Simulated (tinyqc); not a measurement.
A particle near a wafer in liquid: double-layer and van der Waals forces (DLVO), deposition barrier and removal: one step, computed by the program tinyqc. Command: `OMP_NUM_THREADS=1 python tinyqc.py 3110294 3110295 out.jsonl dlvo walk`. One thread of a shared host (Intel(R) Xeon(R) Processor @ 2.30GHz), about 0.01 s of CPU time with the checks.

Sphere and flat wall, Derjaguin approximation, constant potentials in the linear-superposition form, no retardation and no hydration force.

Question. The curve. U(h) = Z R exp(-kappa h) - A R/(6 h); F(h) = -dU/dh = kappa Z R exp(-kappa h) - A R/(6 h^2), positive for repulsion.

Inputs (values chosen for the exercise, of the order of those for alumina on silica in water): particle radius R = 17 nm; Hamaker constant A = 1.3e-20 J; temperature T = 298 K.

kappa = 2.462140 1/nm

Z = 9.207977 pN

Constants: k_B = 1.380649e-23 J/K.

Give: the table «Against the gap» with the columns kappa h, U (k_B T), F (pN), for h (nm) = 0.4, 0.6, 1.0, 1.5, 2.5, 4.0, 7.0, 12.0, 20.0, 40.0.

Answer.

Against the gap:
```
h (nm)  kappa h  U (k_B T)      F (pN)
0.4        0.98     -8.171  -8.626e+01
0.6        1.48     -6.236  -1.434e+01
1.0        2.46     -5.709  -3.976e+00
1.5        3.69     -5.021  -6.777e+00
2.5        6.16     -3.500  -5.075e+00
4.0        9.85     -2.236  -2.282e+00
7.0       17.23     -1.279  -7.517e-01
12.0      29.55     -0.746  -2.558e-01
20.0      49.24     -0.448  -9.208e-02
40.0      98.49     -0.224  -2.302e-02
```

Caution: in rows where h is not small against R, A R/(6 h) overstates the van der Waals term. Caution: in rows with kappa h below 1 linear superposition is only rough.
